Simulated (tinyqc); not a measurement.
Undoped gate-all-around wire MOSFET, analytic charge model: two steps of the calculation.

An undoped round wire of radius R under an insulator shell and a surrounding gate; long channel, electrons only, n = ni exp((psi - V)/Vt) with V the quasi-Fermi potential (0 at the source, Vd at the drain), constant mobility, no quantisation. The radial Poisson equation gives n(r) = n(0)/(1 - (1 - b) r^2/R^2)^2 with b = Q0/(Q + Q0). Q is the electron charge per area of the wire surface.

Parameters, values chosen for the exercise; material values close to those of silicon: temperature T = 400 K; wire radius R = 10 nm; channel mobility mu = 130 cm^2/(V s); gate length L = 0.1 um; gate voltage Vg = 0.45 V; drain voltage Vd = 0.5 V.

Constants: q = 1.602176634e-19 C, kB = 1.380649e-23 J/K, Vt = kB T/q. Results are converted to the units shown.

Question 1. Charge at the source by substitution. With V = 0: u = Vg - V0 - Q/Cox, then Q(new) = (Q0/2)[sqrt(1 + 4 exp(u/Vt)) - 1], the root of Vt ln[(Q/Q0)(1 + Q/Q0)] = u.

Q at the start = 0 nC/cm^2
Cox = 1.4788157 uF/cm^2
Q0 = 144.05343 nC/cm^2
V0 = 0.57664669 V

Wanted: u; Q after iteration 1.

Answer 1.

u = -0.12665 V
Q after iteration 1 = 3.5664 nC/cm^2

Question 2. Drain current and line charge. Q solves Vg - V0 - V = Q/Cox + Vt ln(Q/Q0) + Vt ln(1 + Q/Q0). I = mu (2 pi R/L)[2 Vt (Qs - Qd) + (Qs^2 - Qd^2)/(2 Cox) + Vt Q0 ln((Qd + Q0)/(Qs + Q0))], with Qs at V = 0 and Qd at V = Vd. Electrons per length at the source: 2 pi R Qs/q; surface over centre density: (1 + Qs/Q0)^2.

Qs = 3.3448653 nC/cm^2
Qd = 1.8328328e-6 nC/cm^2
Cox = 1.4788157 uF/cm^2
Q0 = 144.05343 nC/cm^2

Find: first term; second term; third term; I; electrons per length; surface over centre density.

Answer 2.

first term = 0.018835 uA
second term = 3.0898e-4 uA
third term = -0.0093098 uA
I = 0.0098341 uA
electrons per length = 0.013117 1/nm
surface over centre density = 1.0470

The square-law term makes up 3.14 % of the current. Below threshold the third term cancels half of the first, leaving the diffusion current Vt (Qs - Qd).

Computed by the program tinyqc: `OMP_NUM_THREADS=1 python tinyqc.py 2460128 2460129 out.jsonl`, one thread of a shared Intel Xeon 2.30GHz, about 0.03 s for the whole run.
